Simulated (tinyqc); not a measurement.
Ways to converge the cycle: SCF convergence aids in the 6-31g basis, for H4+, spin multiplicity 2. Computed by the program tinyqc with PySCF. UHF with one setting changed at a time; a run stops when the energy changes by less than 1e-09 hartree and the error matrix is below 1e-5. The start is the core Hamiltonian. Damping d keeps d of the old density; a shift (hartree) raises the virtual levels; DIIS n extrapolates F over n matrices.

Geometry (angstrom):
```
atom,x,y,z
H,0.0000,0.0000,0.0000
H,0.0000,0.0000,1.6580
H,0.0000,0.0000,3.3670
H,0.0000,0.0000,5.0250
```

lowest solution found by these runs and by PySCF with stability checks = -1.611431 hartree

Largest element of the error matrix X^T (FDS - SDF) X:
```
iteration,plain,damping 0.3,damping 0.6,shift 0.4,DIIS 3,DIIS 8
1,9.2e-02,9.2e-02,9.2e-02,9.2e-02,9.2e-02,9.2e-02
2,1.3e-02,3.5e-02,6.0e-02,5.1e-02,1.3e-02,1.3e-02
3,1.3e-02,1.9e-02,4.1e-02,3.0e-02,1.3e-02,1.3e-02
4,1.3e-02,1.5e-02,3.0e-02,2.1e-02,1.3e-02,1.3e-02
5,1.2e-02,1.3e-02,2.3e-02,1.7e-02,4.6e-03,2.5e-02
6,1.0e-02,1.2e-02,1.9e-02,1.4e-02,6.2e-03,2.3e-02
8,5.9e-03,1.0e-02,1.5e-02,1.2e-02,4.4e-03,1.8e-02
10,2.9e-03,7.3e-03,1.3e-02,9.7e-03,8.1e-03,1.2e-02
14,5.4e-04,2.9e-03,9.5e-03,5.5e-03,5.0e-03,1.5e-02
20,3.9e-05,5.7e-04,5.0e-03,1.7e-03,5.3e-03,5.4e-03
30,-,3.3e-05,1.3e-03,1.9e-04,6.8e-03,4.8e-03
45,-,-,1.3e-04,6.9e-06,1.2e-02,7.2e-03
60,-,-,1.3e-05,-,6.9e-03,6.3e-03
```

How each run ends:
```
run,iterations,E (hartree),state
plain,26,-1.611431,lowest found
damping 0.3,38,-1.611431,lowest found
damping 0.6,>60,-1.611431,"falls steadily but slowly, by a factor of about 0.86 a step"
shift 0.4,47,-1.611431,lowest found
DIIS 3,>60,-1.535747,wanders without falling
DIIS 8,>60,-1.529728,wanders without falling
```

What does the comparison show, and why?

3 of 6 runs reach the lowest solution found, in 26 to 47 iterations (fastest: plain). Not converged: damping 0.6, DIIS 3, DIIS 8. Plain steps already contract here, so damping only slows them. DIIS minimises the error, not the energy, so it can stall or settle near a saddle, and its small system turns near-singular when few rotations are active.
